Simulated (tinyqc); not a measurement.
Pariser-Parr-Pople SCF with singles CI, for the molecule C=Cc1ccc(N)c(F)c1 (SMILES; centres numbered as the heavy atoms are written), step by step. Computed by tinyqc, a small Python program that keeps every step. Settings: charge = 0, gamma = Ohno, start = core, damping = 0, iteration cap = 72, excitations kept = 9. Command: `OMP_NUM_THREADS=1 python tinyqc.py 26904 26905 out.jsonl` (the two numbers bound the seeds that draw the settings). One thread of a shared host (Intel(R) Xeon(R) Processor @ 2.60GHz), about 0.02 s of CPU time with the checks.

Centres (angstrom, eV; a flat drawing with bonds scaled to 1.40 angstrom):
```
centre         x         y  core charge z         W  gamma_rr
1C      -3.29300   0.83700              1  11.16000  11.13000
2C      -2.58900  -0.37300              1  11.16000  11.13000
3C      -1.18900  -0.36800              1  11.16000  11.13000
4C      -0.48400  -1.57800              1  11.16000  11.13000
5C       0.91600  -1.57300              1  11.16000  11.13000
6C       1.61100  -0.35800              1  11.16000  11.13000
7N       3.01100  -0.35300              2  25.60000  16.80000
8C       0.90700   0.85200              1  11.16000  11.13000
9F       1.60300   2.06700              2  39.00000  21.40000
10C     -0.49300   0.84700              1  11.16000  11.13000
```

Resonance integrals (eV):
```
i    j      beta
1    2  -2.39000
2    3  -2.39000
3    4  -2.39000
4    5  -2.39000
5    6  -2.39000
6    7  -2.24000
6    8  -2.39000
8    9  -2.10000
8   10  -2.39000
10   3  -2.39000
```

Stop when output and input P, before any damping, agree to 1e-7.

Course of the cycle:
```
iteration        E (eV)  largest |P(out) - P(in)|
1          -163.8606181                  2.00e+00
2          -163.1032173                  1.99e+00
3          -163.8525838                  2.00e+00
4          -151.9890808                  2.00e+00
5          -163.3000791                  2.00e+00
6          -147.1999031                  2.00e+00
7          -162.7253752                  2.00e+00
8          -146.5594712                  2.00e+00
9          -162.4860427                  2.00e+00
10         -146.5799563                  2.00e+00
11         -162.3999797                  2.00e+00
...                 ...                       ...
62         -146.7124032                  2.00e+00
63         -162.3463033                  2.00e+00
64         -146.7124032                  2.00e+00
65         -162.3463033                  2.00e+00
66         -146.7124032                  2.00e+00
67         -162.3463033                  2.00e+00
68         -146.7124032                  2.00e+00
69         -162.3463033                  2.00e+00
70         -146.7124032                  2.00e+00
71         -162.3463033                  2.00e+00
72         -146.7124032                  2.00e+00
```

Can the last value be used, and what does the course show?

Not by the stop rule. Not converged within 72 iterations: the residual has stopped falling: the iteration swings between two states. Reruns (cap 100 unless said): damping 0.5: converged in 68 (E = -198.91683); the original settings with a cap of 400: not converged.
